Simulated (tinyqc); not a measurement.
What moves the count of states: density of states of one tight-binding band on the triangular lattice.

E(k) = -2 t (cos 2 pi k1 + cos 2 pi k2 + cos 2 pi (k1 + k2)); k in fractions of the reciprocal vectors, mesh k_i = j/N with j = 0 .. N-1. Densities are per cell and per spin, so the band holds one state.

Each cell of the mesh is cut along (i+1, j)-(i, j+1) into two triangles. For corner energies e1 <= e2 <= e3 and eij = ei - ej, the share of the triangle below E is n = (E - e1)^2/(e21 e31) for e1 < E < e2 and n = 1 - (e3 - E)^2/(e31 e32) for e2 < E < e3; its density of states is g = dn/dE.

Gaussian broadening: g(E) = mean over the mesh of exp(-(E - E_k)^2/(2 sigma^2))/(sigma sqrt(2 pi)), n(E) = mean of erfc((E_k - E)/(sigma sqrt 2))/2.

Inputs chosen for the exercise: t = 1.13 eV (nearest hopping); E = -2.34 eV (energy at which the density is wanted); sigma = 0.565 eV (Gaussian width).

Linear method and Gaussian sum with N = 48.

Results for these values:
```
case  n linear  g linear (1/eV)  n Gaussian  g Gaussian (1/eV)
base    0.2209           0.0627      0.2224             0.0631
```

What happens to each result for t = 1.243 eV, all else kept?

Answer: n linear rises from 0.2209 to 0.2344; g linear falls from 0.0627 to 0.0587; n Gaussian rises from 0.2224 to 0.2358; g Gaussian falls from 0.0631 to 0.0590.

The same for each parameter in turn:
```
case             n linear  g linear (1/eV)  n Gaussian  g Gaussian (1/eV)
base               0.2209           0.0627      0.2224             0.0631
t = 1.243 eV       0.2344           0.0587      0.2358             0.0590
E = -2.227 eV      0.2280           0.0636      0.2296             0.0641
sigma = 1.13 eV    0.2209           0.0627      0.2267             0.0646
```

(tinyqc, `OMP_NUM_THREADS=1 python tinyqc.py 1680695 1680696 out.jsonl`, Intel(R) Xeon(R) Processor @ 2.30GHz, 1 thread, shared host, about 0.09 s.)
